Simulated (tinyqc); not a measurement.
Worked calculation: standing waves and exposure in a photoresist film. Values are carried at full precision from step to step, so a last printed digit may differ when a step is redone from the rounded ones.

Normal incidence from air. Unexposed resist: N1 = n1 + i k1 with k1 = (A + B) lam/(4 pi), lam in micrometres. r01 = (1 - N1)/(1 + N1), t01 = 2/(1 + N1). Below the resist lie the layer Na = na + i ka and the substrate Ns = ns + i ks: r12 = (r1a + ras x)/(1 + r1a ras x), x = exp(4 pi i Na da/lam), r1a = (N1 - Na)/(N1 + Na), ras = (Na - Ns)/(Na + Ns). With p = exp(2 pi i N1 d/lam), the field at depth z is E(z) = t01 [exp(2 pi i N1 z/lam) + r12 p^2 exp(-2 pi i N1 z/lam)]/(1 + r01 r12 p^2), the relative intensity I(z) = n1 |E(z)|^2 and the reflectance R = |(r01 + r12 p^2)/(1 + r01 r12 p^2)|^2.

Inputs chosen for the exercise (a resist on Si, indices near tabulated ones; not measured data): lam = 365 nm (vacuum wavelength); n1 = 1.704 (resist index); A = 0.53 1/micrometre (bleachable absorption (Dill A)); B = 0.06 1/micrometre (fixed absorption (Dill B)); d = 935 nm (resist thickness); ns = 6.597 (substrate n); ks = 2.646 (substrate k); na = 1.698 (n of the bottom antireflection layer); ka = 0.344 (its k); da = 73 nm (its thickness); C = 0.03 cm^2/mJ (exposure rate (Dill C)); D = 15 mJ/cm^2 (incident dose); Ld = 5 nm (diffusion length of the post-exposure bake).

## Interface coefficients

Form N1, r01, t01 and r12.

N1 = 1.70400+0.01714i
r01 = -0.2604-0.0047i
t01 = 0.7396-0.0047i
r12 = 0.0774+0.1451i
|r12|^2 = 0.0271

Next to the bottom the intensity swings by a factor ((1 + |r12|)/(1 - |r12|))^2 = 1.94 between antinode and node; without the layer |r12|^2 would be 0.4060.

## Round trip and reflectance

Form p^2, the denominator and R; the period of the standing wave is lam/(2 n1).

p^2 = -0.0719-0.5715i
1 + r01 r12 p^2 = 0.9796+0.0139i
R = 0.0386
period = 107.10 nm

The film holds 8.73 periods.

## Intensity and exposure over the lowest period

Nine depths from d - period to d. Without bleaching during the exposure the share of unexposed compound is m = exp(-C D I).

Profile:

| z (nm) | I | m |
|---|---|---|
| 827.9 | 0.697 | 0.731 |
| 841.3 | 0.782 | 0.703 |
| 854.7 | 0.763 | 0.709 |
| 868.1 | 0.650 | 0.746 |
| 881.4 | 0.505 | 0.797 |
| 894.8 | 0.412 | 0.831 |
| 908.2 | 0.421 | 0.827 |
| 921.6 | 0.525 | 0.789 |
| 935.0 | 0.661 | 0.743 |

I runs from 0.412 to 0.782 on these points, so m runs from 0.703 to 0.831; the least exposed point listed lies 40.2 nm above the bottom.

## Smoothing by the bake

Gaussian diffusion of length Ld multiplies a cosine of period L by exp(-2 pi^2 Ld^2/L^2). Give that factor, and the Ld that leaves 10 %.

factor = 0.958
Ld for 10 % = 36.58 nm

## Checks

- R against the transfer-matrix product: both 0.038566.

(tinyqc, `OMP_NUM_THREADS=1 python tinyqc.py 1682703 1682704 out.jsonl`, Intel(R) Xeon(R) Processor @ 2.30GHz, 1 thread, shared host, about 0.01 s.)
